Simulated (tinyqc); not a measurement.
Scaling with the misfit: strain-driven roughening and islands of a mismatched epitaxial film. Computed by tinyqc, a small Python program. Command: `OMP_NUM_THREADS=1 python tinyqc.py 3005274 3005275 out.jsonl island walk`. One thread of a shared host (Intel(R) Xeon(R) Processor @ 2.30GHz), about 0.01 s of CPU time with the checks.

Film and substrate share isotropic elastic constants; the film is coherent and biaxially strained.

Inputs (values chosen for the exercise, modelled on Ge on Si):

| quantity | value | unit |
|---|---|---|
| misfit \|f\| | 0.0402 | - |
| shear modulus G | 53.1 | GPa |
| Poisson ratio nu | 0.26 | - |
| surface energy gamma | 0.998 | J/m^2 |
| contact angle of the shallow shape theta_1 | 12.7 | degrees |
| contact angle of the steep shape theta_2 | 30.7 | degrees |
| facet energy of shape 1 over gamma | 1.009 | - |
| facet energy of shape 2 over gamma | 1.028 | - |
| surface mobility D_s nu_s Omega^2/(k_B T) | 1.7e-34 | m^6/(J s) |

Transport: surface diffusion.

Constants: e = 1.602176634e-19 C.

Method:
- M = 2 G (1 + nu)/(1 - nu); stress = M f; energy density w = M f^2.
- A ripple A cos(k x) has the surface chemical potential per volume [gamma k^2 - 2 (1 + nu) w k] A cos(k x), so k_c = 2 (1 + nu) w/gamma. With surface diffusion the amplitude grows at the rate q = B k^2 [2 (1 + nu) w k - gamma k^2], fastest at k_m = (3/4) k_c. B is the surface mobility.
- Shallow faceted island (Tersoff form): E = 4 Gam V^(2/3) tan^(1/3)(theta) - 6 c V tan(theta), Gam = gamma [x/sin(theta) - 1/tan(theta)], x the facet energy over gamma, c = stress^2 (1 - nu)/(2 pi G).
- The barrier is the maximum of E, at V_c = [4 Gam/(9 c)]^3 / tan^2(theta) (1 GPa nm = 1 J/m^2).
- V_c = [4 Gam/(9 c)]^3/tan^2(theta), barrier = (4/3) Gam V_c^(2/3) tan^(1/3)(theta); the growth time is 1/q at k_m.

fastest wavelength = 11.3536 nm

growth time 1/q at k_m = 0.188519 s

critical volume, shape 1 = 3.76458 nm^3

barrier, shape 1 = 1.86183 eV

Misfit scaled at fixed constants:

| \|f\| (%) | fastest wavelength (nm) | growth time (s) | V_c of shape 1 (nm^3) | barrier of shape 1 (eV) |
|---|---|---|---|---|
| 1.005 | 181.66 | 1.2355e+04 | 1.5420e+04 | 4.7663e+02 |
| 1.407 | 92.68 | 8.3716e+02 | 2.0479e+03 | 1.2407e+02 |
| 2.010 | 45.41 | 4.8261e+01 | 2.4093e+02 | 2.9789e+01 |
| 2.814 | 23.17 | 3.2702e+00 | 3.1998e+01 | 7.7544e+00 |
| 4.020 | 11.35 | 1.8852e-01 | 3.7646e+00 | 1.8618e+00 |
| 5.628 | 5.79 | 1.2774e-02 | 4.9997e-01 | 4.8465e-01 |

Halving the misfit stretches the wavelength 4 times, the barrier 16 times, the volume 64 times and the time 256 times: f^(-2), f^(-4), f^(-6), f^(-8). Over these rows the time spans 6.0 decades: strongly mismatched films tend to roughen first, while dilute alloys have time to stay flat. Rows with wavelengths under 10 nm or volumes under 5 nm^3 are beyond the continuum picture. Caution: a critical island of a few cubic nanometres holds a few hundred atoms at most, and edge energies, left out here, matter.

Extremes, crossings and ranges named in words are read from the listed rows.
